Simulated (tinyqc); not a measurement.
Inside a calculation. Method: one-electron ion in a basis of Gaussians. One step of it, computed by the program tinyqc.

Problem. Matrices over normalised Gaussians. With p = a_i + a_j and I(k) = Gamma((k+1)/2) / (2 p^((k+1)/2)): S = I(2l+2), T = (2l+3) a_i a_j S / p, V = -Z I(2l+1), each divided by sqrt(S_ii S_jj).

exponents of r^l exp(-a r^2) (1/bohr^2): 3.870000  6.027000  9.388000  14.620000

Z = 6

l = 0

Give: S; T; V.

Solution.

S:
```
        1       2       3       4
1  1.0000  0.9642  0.8670  0.7339
2  0.9642  1.0000  0.9641  0.8671
3  0.8670  0.9641  1.0000  0.9642
4  0.7339  0.8671  0.9642  1.0000
```

T (hartree):
```
        1        2        3        4
1  5.8050   6.8168   7.1280   6.7371
2  6.8168   9.0405  10.6166  11.1009
3  7.1280  10.6166  14.0820  16.5363
4  6.7371  11.1009  16.5363  21.9300
```

V (hartree):
```
          1         2         3         4
1  -18.8355  -20.5356  -21.3740  -21.3653
2  -20.5356  -23.5056  -25.6279  -26.6735
3  -21.3740  -25.6279  -29.3365  -31.9842
4  -21.3653  -26.6735  -31.9842  -36.6096
```
